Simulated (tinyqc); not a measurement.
What moves the results: Fermi-Dirac statistics of conduction electrons. A value that a table varies takes the place of the one given here.

Non-parabolic band E (1 + alpha E) = c k^2/m: n = Nc (2/sqrt(pi)) integral_0^infinity sqrt(x (1 + a x)) (1 + 2 a x) dx/(1 + exp(x - eta)) with a = alpha kT and eta = (EF - Ec)/kT; a = 0 gives n = Nc F_1/2(eta).

Constants: hbar^2/2m0 = 3.80998211 eV angstrom^2; kB = 8.617333262e-05 eV/K.

Parameters, chosen for this exercise (near those of GaAs, lowest valleys alone; not measured data): m = 0.071 m0 (density-of-states mass of the conduction band); T = 300 K; alpha = 0.59 1/eV (non-parabolicity); n = 7.6e+18 1/cm^3 (electron density).

## Parabolic against non-parabolic filling

N = 2 (m kB T/(4 pi c))^(3/2) with c = hbar^2/2m0, in 1/angstrom^3; times 1e24 for 1/cm^3. k_F = (3 pi^2 n)^(1/3) and the energy E0 that solves E (1 + alpha E) = c k_F^2/m give the limit of zero temperature.

EF - Ec (meV):
```
n (1/cm^3)  parabolic  non-parabolic  non-parabolic, 0 K
5.0e+16         -57.2          -58.8                 6.9
2.0e+17         -18.5          -20.3                17.4
7.0e+17          23.2           20.6                39.6
2.0e+18          73.7           68.3                77.9
7.0e+18         184.9          166.0               170.7
2.0e+19         376.9          315.6               318.5
```

What can be read from the table?

Non-parabolicity lowers EF by 1.5 meV at the lowest density and by 61.4 meV at the highest, where alpha (EF - Ec) = 0.19. Temperature lowers EF below its 0 K value by 65.7 meV at the lowest density and by 3.0 meV at the highest. EF enters the band between 2e+17 and 7e+17 1/cm^3.

## What moves the Fermi level

N = 2 (m kB T/(4 pi c))^(3/2) with c = hbar^2/2m0, in 1/angstrom^3; times 1e24 for 1/cm^3. Each row changes one parameter from the base and keeps the others.

Results:
```
case                parabolic EF - Ec (meV)  non-parabolic EF - Ec (meV)
base                                 195.68                       175.00
m = 0.0639 m0                        218.04                       193.37
T = 350 K                            194.60                       173.32
n = 3.8e+18 1/cm^3                   120.31                       110.47
alpha = 0.885 1/eV                   195.68                       167.07
```

What does this show?

The largest shifts from the base row, up to three for each result and ties (the steps differ in size, so this ranks the rows, not the parameters). parabolic EF - Ec (meV): n -75.37, m +22.36, T -1.08; unchanged at the printed digits by alpha. non-parabolic EF - Ec (meV): n -64.52, m +18.37, alpha -7.93.

Program tinyqc; command `OMP_NUM_THREADS=1 python tinyqc.py 1680847 1680848 out.jsonl`; about 0.01 s on one thread of a shared Intel(R) Xeon(R) Processor @ 2.30GHz.
